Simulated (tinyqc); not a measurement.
# Surface potential of a MOS transistor: implicit equation and explicit approximations: what changes with what

p-type body, charge-sheet picture, depletion and inversion only, full ionisation (an idealisation for deep acceptors), Boltzmann statistics (rough once Na exp(x - xn) passes about Nc/7). In units of Vt: xg = (Vg - Vfb)/Vt, x = psi/Vt, G = gamma/sqrt(Vt), xn = (2 phiF + Vc)/Vt. The implicit equation is (xg - x)^2 = G^2 [x - 1 + exp(x - xn)] for x above about 3. Cox = eps0 eox/tox.

Inputs (values chosen for the exercise); band and dielectric values close to those of silicon:
```
symbol,value,unit,meaning
T,250,K,temperature
Eg,1.11,eV,band gap
eps_r,11.9,,relative permittivity
Nc,2.13e19,cm^-3,conduction-band density of states at T
Nv,1.99e19,cm^-3,valence-band density of states at T
eox,3.9,,relative permittivity of the gate insulator (close to silicon dioxide)
tox,8.2,nm,insulator thickness
Na,1.3e18,cm^-3,acceptor density
Vfb,-0.52,V,flat-band voltage
Vc,0.5,V,channel-body voltage
Vg,3.55,V,gate-body voltage
```

Constants: q = 1.602176634e-19 C, kB = 1.380649e-23 J/K, Vt = kB T/q, eps0 = 8.8541878128e-14 F/cm where lengths are in cm. Results are converted to the units shown.

Each table varies one quantity; the others keep the values above.

## Accuracy of the approximations against gate voltage

ni = sqrt(Nc Nv) exp(-Eg/(2 Vt)), Eg in volts; phiF = Vt ln(Na/ni); gamma = sqrt(2 q eps0 eps_r Na)/Cox; VT = Vfb + Vt (xn + G sqrt(xn - 1)). Depletion value a = 1 + [sqrt(G^2/4 + xg - 1) - G/2]^2; inversion value b = xn + ln[(xg - xn)^2/G^2 - xn + 1] and first guess y = min(a, b) - ln(1 + exp(-|a - b|)) if a > xn + 1, else b = y = a; one second-order correction with D = exp(y - xn), p = 2 (xg - y) + G^2 (1 + D), w = (xg - y)^2 - G^2 (y - 1 + D): z = y + 2 w/(p + sqrt(p^2 - 2 (2 - G^2 D) w)), or the Newton step z = y + w/p where the root is not real. N_inv = (Cox Vt G/q) [sqrt(x - 1 + exp(x - xn)) - sqrt(x - 1)] at the root. Lambert form (Cox m Vt/q) W0[(G/(2 m sqrt(xn - 1))) exp((Vg - VT)/(m Vt))], m = 1 + G/(2 sqrt(xn - 1)). Errors under 1e-4 mV, and the linear form below VT, are printed as 0.

Accuracy of the approximations against gate voltage:

| Vg (V) | psi (V) | x - xn | error of y (mV) | error of z (mV) | N_inv (cm^-2) | Cox (Vg - VT)/q (cm^-2) | Lambert form (cm^-2) |
|---|---|---|---|---|---|---|---|
| 2.48 | 1.254 | -11.01 | 1.47e-4 | 0 | 6.605e5 | 0 | 4.998e5 |
| 2.68 | 1.372 | -5.531 | 0.0345 | 0 | 1.519e8 | 0 | 1.391e8 |
| 2.88 | 1.486 | -0.2508 | 6.59 | -0.0307 | 2.856e10 | 5.138e9 | 2.858e10 |
| 3.08 | 1.539 | 2.224 | 9.70 | -0.406 | 3.239e11 | 5.308e11 | 3.268e11 |
| 3.28 | 1.558 | 3.131 | 7.06 | -0.154 | 7.655e11 | 1.056e12 | 7.722e11 |
| 3.48 | 1.570 | 3.661 | 5.35 | -0.0640 | 1.242e12 | 1.582e12 | 1.253e12 |
| 3.68 | 1.578 | 4.038 | 4.37 | -0.0338 | 1.733e12 | 2.108e12 | 1.747e12 |
| 3.88 | 1.584 | 4.333 | 3.72 | -0.0205 | 2.231e12 | 2.634e12 | 2.249e12 |
| 4.08 | 1.590 | 4.577 | 3.26 | -0.0137 | 2.735e12 | 3.159e12 | 2.756e12 |

What does the table show?

psi rises from 1.25 to 1.59 V and ends 4.6 Vt above 2 phiF + Vc. Among the rows the first guess is off by at most 9.7 mV (at Vg = 3.08 V) and the corrected value by at most 0.41 mV. In the last row the linear form is 16 % above N_inv and the Lambert form 0.78 % above it; in the first row the Lambert form is 24 % below it. For Vg = 3.08, 3.28, 3.48, 3.68, 3.88, 4.08 the electron quasi-Fermi level lies less than 2 Vt below the band edge at the surface, or above it, where degeneracy and confinement, left out, matter.

## Effect of the acceptor density at fixed gate voltage

Same model as above.

Vfb is held fixed.

Effect of the acceptor density at fixed gate voltage:

| Na (cm^-3) | psi (V) | x - xn | error of y (mV) | error of z (mV) | N_inv (cm^-2) | Cox (Vg - VT)/q (cm^-2) | Lambert form (cm^-2) |
|---|---|---|---|---|---|---|---|
| 4.3e16 | 1.521 | 8.193 | 2.98 | -0.0105 | 5.780e12 | 6.300e12 | 5.872e12 |
| 8.5e16 | 1.535 | 7.481 | 2.83 | -8.95e-3 | 5.363e12 | 5.858e12 | 5.438e12 |
| 1.7e17 | 1.548 | 6.735 | 2.75 | -8.17e-3 | 4.780e12 | 5.251e12 | 4.839e12 |
| 3.3e17 | 1.561 | 5.976 | 2.81 | -8.71e-3 | 4.011e12 | 4.460e12 | 4.054e12 |
| 6.5e17 | 1.571 | 5.090 | 3.21 | -0.0131 | 2.930e12 | 3.349e12 | 2.957e12 |
| 1.3e18 | 1.573 | 3.805 | 4.95 | -0.0501 | 1.413e12 | 1.766e12 | 1.425e12 |
| 2.5e18 | 1.456 | -2.932 | 0.547 | 0 | 2.749e9 | 0 | 2.653e9 |
| 5e18 | 1.007 | -25.16 | 0 | 0 | 1.045 | 0 | 0.1829 |

Read the table: what changes, and by how much?

As Na goes from 4.3e16 to 5e18, psi goes from 1.52 through a maximum of 1.57 (at Na = 1.3e18 among the rows listed) to 1.01 V, x - xn falls from 8.19 to -25.2 and N_inv falls from 5.78e12 to 1.05 cm^-2. The Lambert form lies between 0.175 and 1.02 times N_inv. For Na = 4.3e16, 8.5e16, 1.7e17, 3.3e17, 6.5e17, 1.3e18 the electron quasi-Fermi level lies less than 2 Vt below the band edge at the surface, or above it, where degeneracy and confinement, left out, matter.

Numbers from tinyqc (`OMP_NUM_THREADS=1 python tinyqc.py 2122030 2122031 out.jsonl`; about 0.01 s on one thread of a shared Intel Xeon 2.30GHz).
